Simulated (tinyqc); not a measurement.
Vacancy excess varied: nucleation and growth of vacancy voids in a cooling silicon-like crystal. Computed by tinyqc, a small Python program. Command: `OMP_NUM_THREADS=1 python tinyqc.py 3011835 3011836 out.jsonl voids walk`. One thread of a shared host (Intel(R) Xeon(R) Processor @ 2.30GHz), about 0.8 s of CPU time with the checks.

Spherical voids; vacancies are lost only to voids.

Inputs (values chosen for the exercise, for a model crystal):
```
quantity,value,unit
vacancy density at the melting point C_m,4.5e+14,1/cm^3
formation energy E_f,4.08,eV
melting point T_m,1685,K
diffusion prefactor D0,0.0007,cm^2/s
migration energy E_m,0.5,eV
site density rho,5e+22,1/cm^3
void surface energy gamma,0.912,J/m^2
cooling rate q,2,K/min
vacancy excess C0,2.4e+13,1/cm^3
temperature step,0.125,K
```

Vacancy supply: given.

Constants: k_B = 8.617333262e-05 eV/K; k_B = 1.380649e-23 J/K.

Method:
- C = C0 as given.
- C_e = C_m exp[-(E_f/k_B)(1/T - 1/T_m)]; D = D0 exp(-E_m/(k_B T)); f = k_B T ln(C/C_e); r* = 2 gamma/(rho f); W* = 16 pi gamma^3/(3 rho^2 f^2); Z = f/sqrt(12 pi W* k_B T); I = rho Z (4 pi r* D C) exp(-W*/(k_B T)).
- March down from 1500 K in steps dT, dt = dT/q, with values at the upper end of each step: a class of I dt voids is born with r*; then all classes grow by r^2 += 2 D (C - C_e) dt/rho; C falls by the vacancies added to voids. Stop at 1150 K. T_n is the T of the largest I, N the final count (classes under 1e-6 /cm^3 are dropped), and the mean radius the number average.

initial excess C = 2.40e+13 1/cm^3

At fixed q:
```
C (1/cm^3),T_n (K),N (1/cm^3),mean radius (nm)
9.60e+12,1293.125,2.8487e+07,11.586
1.40e+13,1311.500,2.1269e+07,14.492
2.40e+13,1338.375,1.4008e+07,19.952
3.80e+13,1362.000,9.8114e+06,26.202
6.00e+13,1386.125,6.8884e+06,34.349
```

What follows from these numbers?

More vacancies nucleate earlier (T_n rises by 93 K) and give fewer, larger voids: N goes as C^-0.77 and the radius as C^0.59, steeper than the -1/2 and +1/2 of the scaling argument at fixed D, because D rises with T_n.

Extremes, crossings and ranges named in words are read from the listed rows.
